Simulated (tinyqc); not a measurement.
## Margin needed against array size

Cells fail independently with probability Q(k) = erfc(k/sqrt(2))/2 when the margin is k standard deviations, and Y = exp(-Nb Q(k)). phi = exp(-k^2/2)/sqrt(2 pi).  k solves Y = exp(-Nb Q(k)); the estimate is sqrt(2 ln(Nb/(-ln Y))).

Inputs (values chosen for the exercise):
```
symbol,value,unit,meaning
Y,0.99,,wanted yield
```

Margin needed against array size:
```
Nb          allowed Q      k  estimate
128          7.852e-5  3.780     4.348
2048         4.907e-6  4.421     4.945
32768        3.067e-7  4.987     5.477
524288       1.917e-8  5.498     5.962
8388608      1.198e-9  5.968     6.410
134217728   7.488e-11  6.406     6.829
2147483648  4.680e-12  6.816     7.223
```

A 1.68e7-fold larger array raises k only from 3.78 to 6.82; the last factor of 16 costs 0.41 standard deviations. The estimate, which drops the factor 1/(k sqrt(2 pi)) of the tail, is 15 % above k in the first row and 6.0 % above it in the last.

Numbers from tinyqc (`OMP_NUM_THREADS=1 python tinyqc.py 2090086 2090087 out.jsonl`; about 0.01 s on one thread of a shared Intel Xeon 2.30GHz).
